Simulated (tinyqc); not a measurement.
Undoped gate-all-around wire MOSFET, analytic charge model: course of the iteration: charge at the source by substitution.

An undoped round wire of radius R under an insulator shell and a surrounding gate; long channel, electrons only, n = ni exp((psi - V)/Vt) with V the quasi-Fermi potential (0 at the source, Vd at the drain), constant mobility, no quantisation. The radial Poisson equation gives n(r) = n(0)/(1 - (1 - b) r^2/R^2)^2 with b = Q0/(Q + Q0). Q is the electron charge per area of the wire surface.

With V = 0: u = Vg - V0 - Q/Cox, then Q(new) = (Q0/2)[sqrt(1 + 4 exp(u/Vt)) - 1], the root of Vt ln[(Q/Q0)(1 + Q/Q0)] = u.

Stop when Q changes by less than 1e-8 nC/cm^2, or after 30 iterations.

Values chosen for this exercise: temperature T = 350 K; gate voltage Vg = 0.81 V.

Constants: q = 1.602176634e-19 C, kB = 1.380649e-23 J/K, Vt = kB T/q. Results are converted to the units shown.

Q at the start = 0 nC/cm^2
Cox = 2.05059 uF/cm^2
Q0 = 205.093 nC/cm^2
V0 = 0.502489 V

Course of the iteration:
```
iteration  Q (nC/cm^2)  |change| (nC/cm^2)
1              33466.1              3.35e4
2                    0              3.35e4
3              33466.1              3.35e4
4                    0              3.35e4
5              33466.1              3.35e4
6                    0              3.35e4
7              33466.1              3.35e4
8                    0              3.35e4
9              33466.1              3.35e4
...                ...                 ...
22                   0              3.35e4
23             33466.1              3.35e4
24                   0              3.35e4
25             33466.1              3.35e4
26                   0              3.35e4
27             33466.1              3.35e4
28                   0              3.35e4
29             33466.1              3.35e4
30                   0              3.35e4
```

Did this iteration meet its convergence test, and what does its course show?

No. Not converged within 30 iterations. The value swings between 0 and 33470 for good. At the solution, 499.3 nC/cm^2, dQ(new)/dQ = -4.72: the semiconductor capacitance exceeds Cox, so substitution overshoots. A rerun with Newton steps on the same equation from Q = 21 nC/cm^2 converges in 6 iterations.

Range of the model: In a wire this thin, quantum confinement raises the threshold; it is left out. The surface density at the source passes 0.3 Nc, where Boltzmann statistics fail.

Computed by the program tinyqc: `OMP_NUM_THREADS=1 python tinyqc.py 2460147 2460148 out.jsonl`, one thread of a shared Intel Xeon 2.30GHz, about 0.04 s for the whole run.
